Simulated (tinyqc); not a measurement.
# Worked calculation: deep-level transient spectroscopy

Program tinyqc, `OMP_NUM_THREADS=1 python tinyqc.py 2050041 2050042 out.jsonl`; Intel Xeon 2.30GHz, shared host, one thread, about 0.01 s. Printed values are rounded.

Schottky contact on an n-type layer with shallow donors Nd (all ionised) and a donor-like deep trap, neutral when filled and positive when empty; depletion approximation. Traps within lam of the depletion edge stay filled. A long pulse to Vp fills the traps beyond x1 = Wp - lam; back at Vr those between x1 and x2 = Wr - lam emit. A rate window reads S = C(t2) - C(t1).

Inputs (values chosen for the exercise); material values close to those of gallium arsenide: relative permittivity eps_r = 12.9; conduction-band density of states at 300 K Nc = 4.35e17 cm^-3; thermal velocity at 300 K vth = 4.4e7 cm/s; shallow donor density Nd = 2.2e16 cm^-3; built-in voltage Vbi = 0.96 V; depth of the trap below the conduction edge Et = 0.51 eV; capture cross-section sn = 1.9e-16 cm^2; trap density Nt = 1.8e14 cm^-3; reverse bias Vr = 7.8 V; reverse bias during the filling pulse Vp = 0 V; first sampling time t1 = 2 ms; second sampling time t2 = 8 ms; temperature of the transient T = 343 K.

Constants: q = 1.602176634e-19 C, kB = 1.380649e-23 J/K, eps0 = 8.8541878128e-14 F/cm where lengths are in cm. Results are converted to the units shown.

## Emission rate and rate window

Emission rate en = sn vth(T) Nc(T) exp(-Et/kB T) = sn g T^2 exp(-Et/kB T), g = vth Nc/(300 K)^2, as vth goes as T^0.5 and Nc as T^1.5 (degeneracy factor 1). For an exponential transient S peaks where en = ew = ln(t2/t1)/(t2 - t1).

g = 2.12667e20 cm^-2 s^-1 K^-2
en = 152.579 1/s
1/en = 6.55400 ms
ew = 231.049 1/s

## Widths

lam = sqrt(2 eps0 eps_r (EF - ET)/(q Nd)), EF - ET = Et - (kB T/q) ln(Nc(T)/Nd), Nc(T) = Nc (T/300 K)^1.5. In the steady state at the band bending V, 2 eps0 eps_r V/q = Nd W^2 + Nt (W - lam)^2 (the second term only if W > lam). V = Vbi + Vr gives Wr and V = Vbi + Vp gives Wp; x1 = max(Wp - lam, 0).

lam = 164.168 nm
Wr = 751.601 nm
Wp = 249.314 nm
x1 = 85.1461 nm
x2 = 587.433 nm
G = (x2^2 - x1^2)/Wr^2 = 0.598027

The rule Nt = 2 Nd |dC|/C assumes G = 1 and would understate Nt by a factor of about 1/G = 1.67 here (the limit of small Nt/Nd).

## The transient

| sample | t (ms) |
|---|---|
| 0 | 0 |
| 1 | 1 |
| 2 | 2 |
| 3 | 5 |
| 4 | 8 |
| 5 | 16 |
| 6 | 40 |

W(t)^2 = Wr^2 + (Nt/Nd)(x2^2 - x1^2) exp(-en t), C = eps0 eps_r/W; for small Nt, dC/C = -(Nt/2 Nd) G exp(-en t) with G = (x2^2 - x1^2)/Wr^2. S = C(t2) - C(t1).

| sample | C (nF/cm^2) | C - C(final) (pF/cm^2) |
|---|---|---|
| 0 | 15.1597 | -37.0426 |
| 1 | 15.1650 | -31.8172 |
| 2 | 15.1694 | -27.3270 |
| 3 | 15.1795 | -17.3073 |
| 4 | 15.1858 | -10.9575 |
| 5 | 15.1935 | -3.2354 |
| 6 | 15.1967 | -0.0831 |

S = 16.3695 pF/cm^2

## Step 1: peak temperature

T at the start = 300 K

Fixed-point step for en(T) = ew: T(new) = (Et q/kB)/ln(sn g T^2/ew), g = vth Nc/(300 K)^2.

T after step 1 = 357.134 K

## Course of the iteration for the peak temperature

Start from 300 K; stop when T changes by less than 1e-8 K.

Course of the iteration:

| step | T (K) | change (K) |
|---|---|---|
| 1 | 357.134 | 57.1 |
| 2 | 349.775 | 7.36 |
| 3 | 350.637 | 0.863 |
| 4 | 350.535 | 0.102 |
| 5 | 350.547 | 0.0121 |
| 6 | 350.546 | 1.44e-3 |
| 7 | 350.546 | 1.70e-4 |
| 8 | 350.546 | 2.02e-5 |
| 9 | 350.546 | 2.39e-6 |
| 10 | 350.546 | 2.83e-7 |
| 11 | 350.546 | 3.35e-8 |
| 12 | 350.546 | 3.97e-9 |

Converged in 12 steps; each multiplies the error by -2 kB T/Et = -0.12.
